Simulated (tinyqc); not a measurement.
## True capacitance, leakage and series resistance from two frequencies

Problem. A capacitance C in parallel with G and in series with Rs is measured as Cp and D = Gp/(w Cp) at two frequencies. The series reading Cs = Cp (1 + D^2) equals C + G^2/(w^2 C), and Re Z = D/(w Cp (1 + D^2)) = Rs + G/(G^2 + w^2 C^2). Find C, G and Rs.

f (Hz): 2e5  2e6
Cp (pF): 1.10654837  1.10654829
D: 0.663846704  0.0666600055

Solution. w^2 Cs = w^2 C + G^2/C is a straight line in w^2 with slope C; the intercept gives G, and the real part then gives Rs.

C = 1.107 pF
G = 0.9231 uS
Rs = 20.00 ohm

tinyqc, about 0.01 s, one thread, Intel Xeon 2.30GHz (shared host): `OMP_NUM_THREADS=1 python tinyqc.py 2022060 2022061 out.jsonl`
